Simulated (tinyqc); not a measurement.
From Debye to Thomas-Fermi: static screening by free carriers.

kF = (3 pi^2 n/Mv)^(1/3), EF = c kF^2/m with c = hbar^2/2m0, n in 1/angstrom^3 (1e-24 per 1/cm^3), e2 = e^2/(4 pi eps0). Thomas-Fermi: qTF^2 = 6 pi e2 n/(eps EF). Debye: qD^2 = 4 pi e2 n/(eps kB T).

F_j(eta) = (1/Gamma(j + 1)) integral_0^infinity x^j dx/(1 + exp(x - eta)), which tends to exp(eta) for eta << 0.

At finite T: qs^2 = qD^2 F_-1/2(eta)/F_1/2(eta), where n = Mv N F_1/2(eta) and N = 2 (m kB T/(4 pi c))^(3/2) with c = hbar^2/2m0, in 1/angstrom^3; times 1e24 for 1/cm^3.

Constants: hbar^2/2m0 = 3.80998211 eV angstrom^2; e^2/(4 pi eps0) = 14.39964547 eV angstrom; kB = 8.617333262e-05 eV/K.

Values chosen for the exercise (near those of Ge; not measured data):

| symbol | value | unit | meaning |
|---|---|---|---|
| m | 0.2247 | m0 | mass of one isotropic valley |
| Mv | 4 |  | valleys |
| eps | 15.9 |  | background dielectric constant |
| T | 300 | K |  |

Screening lengths (angstrom):

| n (1/cm^3) | eta | Debye | Thomas-Fermi | finite T |
|---|---|---|---|---|
| 3.0e+16 | -5.88 | 275.2 | 34.84 | 275.3 |
| 2.0e+17 | -3.97 | 106.6 | 25.40 | 106.9 |
| 1.0e+18 | -2.34 | 47.66 | 19.42 | 48.44 |
| 4.0e+18 | -0.85 | 23.83 | 15.42 | 25.34 |
| 2.0e+19 | 1.27 | 10.66 | 11.79 | 13.60 |
| 5.0e+19 | 3.10 | 6.740 | 10.12 | 10.60 |
| 2.0e+20 | 8.42 | 3.370 | 8.032 | 8.081 |
| 6.0e+20 | 17.67 | 1.946 | 6.688 | 6.697 |

Debye is within 5 % of the finite-T length up to 1e+18 1/cm^3 of the densities listed and Thomas-Fermi from 5e+19 on. The length goes as n^-0.50 at the low end and n^-0.17 at the high end, against the limits -1/2 and -1/6. Both limits give too short a length.

(tinyqc, `OMP_NUM_THREADS=1 python tinyqc.py 1651644 1651645 out.jsonl`, Intel(R) Xeon(R) Processor @ 2.30GHz, 1 thread, shared host, about 0.01 s.)
